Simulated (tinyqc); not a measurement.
# Field emission through a triangular barrier, exact transmission by Airy functions: two studies

The left lead has its band edge at 0; for x > 0 the edge falls without end, U(x) = U0 - F x, with mass m1. No transverse momentum; C = hbar^2/(2 m0); psi and psi'/m are continuous at x = 0. The outgoing solution is Bi(z) + i Ai(z).

Values chosen for this exercise; masses and offsets close to those of GaAs wells and AlGaAs barriers: mass in the left lead mL = 0.068 m0; barrier edge at x = 0 U0 = 0.24 eV; mass in the barrier m1 = 0.092 m0; electron energy E = 0.077 eV; field in the barrier F = 0.013 V/nm.

Constants: q = 1.602176634e-19 C, hbar = 1.054571817e-34 J s, m0 = 9.1093837015e-31 kg, hbar^2/(2 m0) = 0.0380998212 eV nm^2. Results are converted to the units shown.

Each table varies one quantity; the others keep the values above.

## Exact and WKB transmission against field

Energy scale e = (C F^2/m1)^(1/3), z(x) = (U(x) - E)/e, s = (dz/dx)/m1 = -F/(e m1); v = k/m in a lead. With the Airy functions at z = z(0): g = s (Bi' + i Ai')/(Bi + i Ai), r = (i vL - g)/(i vL + g), T(E) = 1 - |r|^2 = 4 vL Im(g)/|i vL + g|^2, vL = sqrt(mL E/C)/mL. WKB: exp(-S), S = (4/(3 F)) sqrt(m1/C) [max(U0 - E, 0)^1.5]. For large z the ratio tends to c = 4 g0/(1 + g0^2), g0 = K/(m1 vL), K = sqrt(m1 (U0 - E)/C).

The same in every row: c = 1.9509.

Exact and WKB transmission against field:

| F (V/nm) | z(0) | T(E), exact | exp(-S) | ratio |
|---|---|---|---|---|
| 0.0059 | 6.6974 | 1.8037e-10 | 9.1926e-11 | 1.9621 |
| 0.007 | 5.9760 | 6.8206e-9 | 3.4723e-9 | 1.9643 |
| 0.0084 | 5.2920 | 1.7553e-7 | 8.9230e-8 | 1.9671 |
| 0.01 | 4.7113 | 2.3604e-6 | 1.1979e-6 | 1.9704 |
| 0.012 | 4.1721 | 2.2953e-5 | 1.1624e-5 | 1.9746 |
| 0.014 | 3.7646 | 1.1661e-4 | 5.8926e-5 | 1.9788 |
| 0.017 | 3.3076 | 6.5240e-4 | 3.2864e-4 | 1.9851 |
| 0.02 | 2.9679 | 0.0021790 | 0.0010945 | 1.9909 |
| 0.024 | 2.6283 | 0.0068065 | 0.0034094 | 1.9964 |
| 0.028 | 2.3716 | 0.015339 | 0.0076763 | 1.9983 |

The exact T(E) rises from 1.80e-10 to 0.0153; ln exp(-S) is linear in 1/F with slope -0.1363 V/nm, and the exact values give -0.1364 V/nm between the first two rows. At the largest z (6.70) the ratio is 0.58 % above c, at the smallest (2.37) 2.4 % above it.

## Effect of the barrier mass

Same model as above.

Effect of the barrier mass:

| m1 (m0) | z(0) | T(E), exact | exp(-S) | ratio | c |
|---|---|---|---|---|---|
| 0.039 | 2.9713 | 0.0018489 | 0.0010821 | 1.7086 | 1.6382 |
| 0.051 | 3.2492 | 7.3638e-4 | 4.0603e-4 | 1.8136 | 1.7580 |
| 0.067 | 3.5586 | 2.4678e-4 | 1.2966e-4 | 1.9033 | 1.8622 |
| 0.087 | 3.8823 | 7.3141e-5 | 3.7192e-5 | 1.9666 | 1.9382 |
| 0.11 | 4.1981 | 2.0908e-5 | 1.0453e-5 | 2.0002 | 1.9820 |
| 0.15 | 4.6553 | 3.0635e-6 | 1.5266e-6 | 2.0067 | 1.9996 |
| 0.19 | 5.0370 | 5.6367e-7 | 2.8444e-7 | 1.9817 | 1.9809 |
| 0.25 | 5.5195 | 5.9553e-8 | 3.0990e-8 | 1.9217 | 1.9262 |

What does the table show?

The exact T(E) falls from 0.00185 to 5.96e-8, while S grows with the square root of m1; the ratio to WKB goes from 1.71 through a maximum of 2.01 (at m1 = 0.15 m0 among the rows listed) to 1.92. At the largest z (5.52) the ratio is 0.23 % below c, at the smallest (2.97) 4.3 % above it.

Computed by the program tinyqc: `OMP_NUM_THREADS=1 python tinyqc.py 2580131 2580132 out.jsonl`, one thread of a shared Intel Xeon 2.30GHz, about 0.01 s for the whole run.
